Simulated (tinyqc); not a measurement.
## Schottky emission and Poole-Frenkel conduction in an insulator, and how to tell them apart: effect of temperature

Schottky emission (electrode-limited): J = As T^2 exp[-(pb - b sqrt(F))/Vt], b = sqrt(q/(4 pi eps0 ei)). Poole-Frenkel emission (bulk-limited): J = s0 F exp[-(pt - 2 b sqrt(F))/Vt]. F in V/cm.

Both formulas at the same field.

Parameters, values chosen for the exercise; dielectric values close to those of zirconium oxide: high-frequency relative permittivity ei = 4.61; trap depth pt = 1.3 eV; Poole-Frenkel prefactor s0 = 0.062 S/cm; electrode barrier pb = 0.9 eV; Richardson constant As = 62 A/(cm^2 K^2); field F = 2.4 MV/cm.

Constants: q = 1.602176634e-19 C, kB = 1.380649e-23 J/K, Vt = kB T/q, eps0 = 8.8541878128e-14 F/cm where lengths are in cm. Results are converted to the units shown.

Effect of temperature:
```
T (K)  J, Schottky (A/cm^2)  J, Poole-Frenkel (A/cm^2)   ratio
225               2.9543e-8                 2.0870e-12   14156
260               3.0493e-6                 3.8744e-10  7870.4
300               1.6862e-4                  3.4103e-8  4944.5
340               0.0037432                  1.0467e-6  3576.2
380                0.044352                  1.5624e-5  2838.7
420                 0.33481                  1.3937e-4  2402.4
475                  3.1750                  0.0015473  2052.0
```

The Schottky current grows by 8.03 decades and the Poole-Frenkel current by 8.87, as their lowered barriers are 0.626 and 0.752 eV. A tunnelling current would hardly change over this range. In every row a Fowler-Nordheim estimate for tunnelling through pb with a mass of 0.4 m0 exceeds the Schottky current, so tunnelling, left out here, would compete. In every row a Fowler-Nordheim estimate for tunnelling through pb with a mass of 0.4 m0 exceeds the Poole-Frenkel current, so tunnelling, left out here, would compete.

Numbers from tinyqc (`OMP_NUM_THREADS=1 python tinyqc.py 2370022 2370023 out.jsonl`; about 0.01 s on one thread of a shared Intel Xeon 2.30GHz).
